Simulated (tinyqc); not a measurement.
Thickness series: Landau-Devonshire theory of a uniaxial ferroelectric. Computed by tinyqc, a small Python program. Command: `OMP_NUM_THREADS=1 python tinyqc.py 3020448 3020449 out.jsonl ferro walk`. One thread of a shared host (Intel(R) Xeon(R) Processor @ 2.30GHz), about 0.01 s of CPU time with the checks.

G(P) = (alpha/2) P^2 + (beta*/4) P^4 + (gamma/6) P^6 - E P per volume, SI units, one domain, P along the polar axis, which is normal to the film.

Inputs (values chosen for the exercise, modelled on barium titanate):
```
quantity                           value             unit
alpha_0                           694000      J m/(C^2 K)
Curie-Weiss temperature T0           381                K
beta                           -7.88e+08        J m^5/C^4
gamma                            1.7e+10        J m^9/C^6
temperature T                        297                K
misfit strain u_m                -0.0023                -
electrostriction Q12              -0.043          m^4/C^2
compliance s11 + s12             5.6e-12            m^2/N
film thickness d                      25               nm
screening length lambda           0.0031               nm
background permittivity eps_b          8                -
series capacitance C_d               3.7  microfarad/cm^2
```

Sample: epitaxial film.

Constants: eps_0 = 8.8541878128e-12 F/m.

Method:
- alpha = alpha_0 (T - T0*), with clamping: T0* = T0 + 4 Q12 u_m/(alpha_0 (s11 + s12)), beta* = beta + 4 Q12^2/(s11 + s12).
- Ps^2 = [-beta* + sqrt(beta*^2 - 4 alpha gamma)]/(2 gamma).
- chi = 1/(eps_0 G''), G'' = alpha + 3 beta* P^2 + 5 gamma P^4 at Ps. Ps, chi and the coercive field are for perfect screening, without a depolarising field. The intrinsic coercive field is |alpha P + beta* P^3 + gamma P^5| at the P_c where G'' = 0. 1 C/m^2 = 100 microcoulomb/cm^2.
- Between shorted electrodes with screening length lambda each, the depolarising field is -k P, k = 2 lambda/(eps_0 (d + 2 lambda eps_b)), so alpha turns into alpha + k.
- The polar state is the lowest uniform state while alpha + k < 0 (beta* > 0) or < 3 beta*^2/(16 gamma) (beta* < 0); setting the equality gives the critical thickness d_c.
- Domains are left out, though they can pre-empt both the loss of P and the state at P = 0. The second and third columns are for the shorted capacitor, polar only where it is the lowest uniform state: alpha + k < 0 (beta* > 0) or < 3 beta*^2/(16 gamma) (beta* < 0). The last column is another circuit, the film in series with C_d at P = 0: 1/C = (alpha d)/(1 + alpha eps_0 eps_b) + 1/C_d, and P = 0 is locally stable while 1/C > 0; a dash marks the rest.

alpha = -1.28939e+08 J m/C^2

beta* = 5.32714e+08 J m^5/C^4

critical thickness d_c = 5.38114 nm

spontaneous polarisation Ps = 26.9852 microcoulomb/cm^2

Against thickness:
```
d (nm)  P (microcoulomb/cm^2)  depolarising field (MV/m)  C of the stack / C_d
1                       0.000                      0.000                1.0048
2                       0.000                      0.000                1.0097
3                       0.000                      0.000                1.0147
5                       0.000                      0.000                1.0247
8                      19.084                     16.601                1.0401
15                     23.600                     10.981                1.0778
30                     25.437                      5.927                1.1688
60                     26.240                      3.060                1.4062
150                    26.694                      1.246                3.5998
```

What follows from these numbers?

The polar state appears between 5 and 8 nm (d_c = 5.38 nm), and at 150 nm P is 98.9 % of Ps. The stack exceeds C_d wherever it is stable, up to 3.60 times: the ferroelectric held at P = 0 acts as a negative capacitance.

Extremes, crossings and ranges named in words are read from the listed rows.
